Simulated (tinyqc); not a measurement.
# Changing the composition x for the local step

Model: interdiffusion in a binary couple: Darken equations, Kirkendall shift and Boltzmann-Matano analysis. Computed by tinyqc, a small Python program. Command: `OMP_NUM_THREADS=1 python tinyqc.py 3013890 3013891 out.jsonl darken sweep`. One thread of a shared host (Intel(R) Xeon(R) Processor @ 2.30GHz), about 0.1 s of CPU time with the checks.

x is the mole fraction of B; the molar volume is constant, and the two halves are long enough to count as infinite.

Inputs (values chosen for the exercise, for a model alloy A-B):
```
quantity                        value   unit
tracer diffusivity D*_A(0)    9.4e-13  m^2/s
tracer diffusivity D*_B(0)      3e-12  m^2/s
slope k of ln D* with x          0.81      -
regular-solution parameter W   -0.038     eV
temperature T                    1240      K
left composition x_L             0.14      -
right composition x_R            0.54      -
time t                          37000      s
```

Vacancy-wind correction: none.

Constants: k_B = 8.617333262e-05 eV/K.

Method:
- D*_i(x) = D*_i(0) exp(k x); thermodynamic factor Phi = 1 - 2 W x (1 - x)/(k_B T); intrinsic D_i = D*_i Phi; interdiffusion D~ = x D_A + (1 - x) D_B.
- With lambda = z/sqrt(t), the profile solves d/dlambda (D~ dx/dlambda) + (lambda/2) dx/dlambda = 0 with x = x_L and x_R far to the left and right; z = 0 is the original interface. It is solved as a boundary-value problem in y = lambda/sqrt(D~ at the mean composition) on -12 < y < 12 (collocation, tolerance 1e-8).
- Read from the profile: the position z(x), the area -int_(x_L)^x z dx and the slope.
- D~(x) = area/(2 t slope), with z counted from the original interface (the Matano plane); 1 um^2 = 1e-12 m^2.

One run for each value; columns: (1) composition x for the local step; (2) interdiffusion coefficient D~ at the local x (m^2/s); (3) thermodynamic factor Phi; (4) position z(x) (um); (5) D~ from the profile (m^2/s):
```
(1)         (2)    (3)     (4)        (5)
0.16  3.331e-12  1.096  -827.6  3.331e-12
0.21  3.403e-12  1.118  -475.8  3.403e-12
0.26  3.458e-12  1.137  -269.6  3.458e-12
0.31  3.497e-12  1.152   -99.2  3.497e-12
0.37  3.520e-12  1.166    94.4  3.520e-12
0.42  3.520e-12  1.173   266.3  3.520e-12
0.47  3.500e-12  1.177   475.9  3.500e-12
0.52  3.461e-12  1.178   836.0  3.461e-12
```

Over the rows, interdiffusion coefficient D~ at the local x (m^2/s) goes from 3.33e-12 through a maximum among these rows, 3.52e-12 at 0.370, to 3.46e-12; thermodynamic factor Phi rises from 1.10 to 1.18 (exponent d ln y / d ln x 0.074 between the first rows and 0.0030 between the last); position z(x) (um) rises from -828 to 836. D~ read back from the profile reproduces the local D~.

Extremes, crossings and ranges named in words are read from the listed rows.
